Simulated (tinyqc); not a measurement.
# Resonant-tunnelling diode, transfer matrices and Tsu-Esaki current: effect of temperature at two biases

Emitter (band edge 0), barrier d1, well Lw, barrier d2, collector (edge -V). The bias drops linearly over these layers and none in the contacts; each layer is cut into ns equal slices, flat at the value of their centres. E is the energy of motion across the layers, C = hbar^2/(2 m0), psi and psi'/m are continuous. Transport is coherent, T(E) is taken as independent of the transverse momentum, and charge in the well is ignored.

The current at V = 0.17 V and at V = 0.26 V, Ef held fixed. For the pair (psi, psi'/m) a flat layer has M = [[cos kd, (m/k) sin kd], [-(k/m) sin kd, cos kd]] with k = sqrt(m (E - U)/C) above its edge U, and M = [[cosh Kd, (m/K) sinh Kd], [(K/m) sinh Kd, cosh Kd]] with K = sqrt(m (U - E)/C) below it. Later slices stand to the left. With M acting on (psi, psi'/m) and v = k/m in each lead, T(E) = 4 vL vR/[(vL vR M12 - M21)^2 + (vR M11 + vL M22)^2]. J = J0 times the integral over E > 0 of T(E) N(E), N = ln[(1 + exp((Ef - E)/Vt))/(1 + exp((Ef - V - E)/Vt))], J0 = q^2 mw m0 kB T/(2 pi^2 hbar^3) (times 1e-4 for A/cm^2 per eV). The integral is converged to the digits shown.

Values chosen for this exercise; masses and offsets of a made-up heterostructure:

| symbol | value | unit | meaning |
|---|---|---|---|
| mw | 0.057 | m0 | mass in the well, spacer and contacts |
| U1 | 0.3 | eV | barrier height |
| m1 | 0.057 | m0 | barrier mass |
| d1 | 3.4 | nm | emitter barrier |
| Lw | 4.9 | nm | well width |
| d2 | 3.4 | nm | collector barrier |
| ns | 1 |  | slices in each layer |
| Ef | 0.083 | eV | Fermi energy of both contacts above their band edges |

Constants: q = 1.602176634e-19 C, kB = 1.380649e-23 J/K, hbar = 1.054571817e-34 J s, m0 = 9.1093837015e-31 kg, Vt = kB T/q, hbar^2/(2 m0) = 0.0380998212 eV nm^2. Results are converted to the units shown.

Effect of temperature at two biases:
```
T (K)	J at 0.17 V (kA/cm^2)	J at 0.26 V (kA/cm^2)	ratio
40	230.6	23.29	9.898
77	231.1	24.17	9.560
150	233.7	28.03	8.338
220	239.1	36.20	6.605
300	250.9	56.01	4.479
400	279.2	106.5	2.622
```

The first current rises from 231 to 279 kA/cm^2, the second rises from 23.3 to 106 kA/cm^2, and their ratio falls from 9.90 to 2.62. Heat lifts electrons to energies where the barriers transmit more, which raises the second current by a far larger factor than the first.

Numbers from tinyqc (`OMP_NUM_THREADS=1 python tinyqc.py 2600013 2600014 out.jsonl`; about 0.03 s on one thread of a shared Intel Xeon 2.30GHz).
